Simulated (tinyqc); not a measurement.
From results back to parameters: inversion layer as a triangular well, valleys of the Si type. Three cases, with inputs chosen for the exercise.

Problem. The spacing of the two lowest levels of one ladder was computed from a hidden sheet density Ns.

The field is taken as constant, e F = 4 pi (e^2/4 pi eps0)(Nd + eta Ns)/eps, with 1e12/cm^2 = 1e-4/angstrom^2, and the oxide as a hard wall at z = 0; c = hbar^2/2m0.

Level j of a valley lies at E_j = a_j (c (e F)^2/m_z)^(1/3) above the band edge at the surface, with the Airy zeros a_j = 2.338107, 4.087949, 5.520560, 6.786708, 7.944134, 9.022651, 10.040174, 11.008524, 11.936016, 12.828777, and has <z> = 2 E_j/(3 e F).

Constants: hbar^2/2m0 = 3.80998211 eV angstrom^2; e^2/(4 pi eps0) = 14.39964547 eV angstrom.

Case 1.

Values chosen (near those of Si; the results hold for these values, not for the real material): m_z = 0.906 m0 (confinement mass); eps = 11.7 (dielectric constant); Nd = 1 x 1e12/cm^2 (depletion charge); eta = 0.75 (share of Ns in the effective field).

E_1 - E_0 = 62.4339 meV

Case 2.

Values chosen (near those of Si; the results hold for these values, not for the real material): m_z = 0.2561 m0 (confinement mass); eps = 11.6 (dielectric constant); Nd = 0.45 x 1e12/cm^2 (depletion charge); eta = 0.5 (share of Ns in the effective field).

E_1 - E_0 = 145.8632 meV

Case 3.

Values chosen (near those of Si; the results hold for these values, not for the real material): m_z = 0.908 m0 (confinement mass); eps = 11.6 (dielectric constant); Nd = 0.24 x 1e12/cm^2 (depletion charge); eta = 0.5 (share of Ns in the effective field).

E_1 - E_0 = 29.0668 meV

Find: F; Ns.

Solution. e F = sqrt(m_z/c) [(E_1 - E_0)/(a_1 - a_0)]^(3/2), with a_0 and a_1 the first two zeros; then Ns = (eps e F/(4 pi e^2/4 pi eps0) - Nd)/eta.

Case 1.

F = 0.3287 MV/cm
Ns = 1.50 x 1e12/cm^2

Case 2.

F = 0.6240 MV/cm
Ns = 7.10 x 1e12/cm^2

Case 3.

F = 0.1045 MV/cm
Ns = 0.86 x 1e12/cm^2

Computed by tinyqc, one run a case: `OMP_NUM_THREADS=1 python tinyqc.py N N+1 out.jsonl` with N = 1252090, 1252102, 1252239; one thread of a shared Intel(R) Xeon(R) Processor @ 2.30GHz, about 0.06 s a run at most.
